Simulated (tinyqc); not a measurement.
# Floating body of a partially depleted SOI transistor: body voltage and kink, step by step

tinyqc, about 0.2 s, one thread, Intel Xeon 2.30GHz (shared host): `OMP_NUM_THREADS=1 python tinyqc.py 2182241 2182242 out.jsonl` Printed values are rounded.

Source at 0 V. Channel current Ic = 2 nf K Vt^2 [F(0) - F(Vd)](1 + la Vd), F(V) = ln^2(1 + exp((Vg - VT - nf V)/(2 nf Vt))), VT = VT0 - gb Vb. Saturation voltage Vs = 2 Vt sqrt(F(0)) + 3 Vt, excess Ve = (Vd - Vs + sqrt((Vd - Vs)^2 + 0.0004 V^2))/2, multiplication M1 = Ai Ve exp(-Bl/Ve). Each junction passes D(v) = J1 (exp(v/Vt) - 1) + J2 (exp(v/(2 Vt)) - 1). Bipolar current Ib = bb J1 (exp(Vb/Vt) - 1). The body settles where M1 (Ic + Ib) = D(Vb) + D(Vb - Vd) + Vb/Rb; drain current Id = (1 + M1)(Ic + Ib) - D(Vb - Vd).

Inputs (values chosen for the exercise); values of the order met in partially depleted silicon-on-insulator transistors: temperature T = 358 K; threshold at zero body voltage VT0 = 0.51 V; fall of the threshold per volt of body voltage gb = 0.24; slope factor nf = 1.38; gain factor per width K = 250 uA/(V^2 um); channel-length modulation factor la = 0.09 1/V; impact-ionisation prefactor Ai = 1.72 1/V; impact-ionisation voltage Bl = 5.6 V; diffusion saturation current of each junction J1 = 2.7e-11 uA/um; recombination saturation current of each junction J2 = 4.5e-7 uA/um; gain of the lateral bipolar transistor on the diffusion current bb = 1; resistance of a weak body tie to the source (1e9 stands for no tie, and the term is then dropped) Rb = 1e9 kohm um; gate voltage Vg = 0.8 V; drain voltage Vd = 1.5 V.

Constants: q = 1.602176634e-19 C, kB = 1.380649e-23 J/K, Vt = kB T/q. Results are converted to the units shown.

Range of the model: The multiplication law is an empirical form chosen for the exercise; self-heating and capacitive coupling to the body are left out, and the linear laws are rough once Vb passes about 0.7 V or M1 about 0.1.

## Starting value

Vb = 0.8 V.

Vb at the start = 0.8 V

## Iteration 1: new Vb

Current into the body I_in = M1 (Ic + Ib) - D(Vb - Vd), current out I_out = D(Vb) + Vb/Rb; f = ln(I_in/I_out), s = df/dVb by central differences over 1e-5 V, Vb(new) = Vb - f/s.

Ic = 23.91408 uA/um
Ve = 1.058055 V
M1 = 0.009150234
I_in = 0.2639920 uA/um
I_out = 5.129133 uA/um
f = -2.966773
s = -26.46886 1/V
Vb after iteration 1 = 0.6879146 V

## Iteration 2: new Vb

As before.

Ic = 21.33108 uA/um
Ve = 1.077467 V
M1 = 0.01025039
I_in = 0.2199898 uA/um
I_out = 0.1617624 uA/um
f = 0.3074522
s = -29.03666 1/V
Vb after iteration 2 = 0.6985030 V

## Iteration 3: new Vb

As before.

Ic = 21.56863 uA/um
Ve = 1.075634 V
M1 = 0.01014274
I_in = 0.2206307 uA/um
I_out = 0.2210483 uA/um
f = -0.001890792
s = -29.38222 1/V
Vb after iteration 3 = 0.6984386 V

## Course of the iteration

Stop when the step is below 1e-10 V, or after 40 iterations.

Course of the iteration:
```
iteration  Vb before the step (V)  step (V)
1                             0.8    -0.112
2                       0.6879146    0.0106
3                       0.6985030  -6.44e-5
4                       0.6984386  -2.07e-9
5                       0.6984386         0
```

Converged in 5 iterations.

## Drain current with floating and with grounded body

converged Vb = 0.6984386 V

Id and VT at the converged Vb, Id at Vb = 0, their ratio, and the bipolar share Ib/(Ic + Ib).

VT = 0.3423747 V
Id, floating = 21.97134 uA/um
Id, grounded = 8.979990 uA/um
ratio = 2.446700
bipolar share = 0.8437715 %

The body rises to 0.698 V and lowers the threshold by 168 mV.
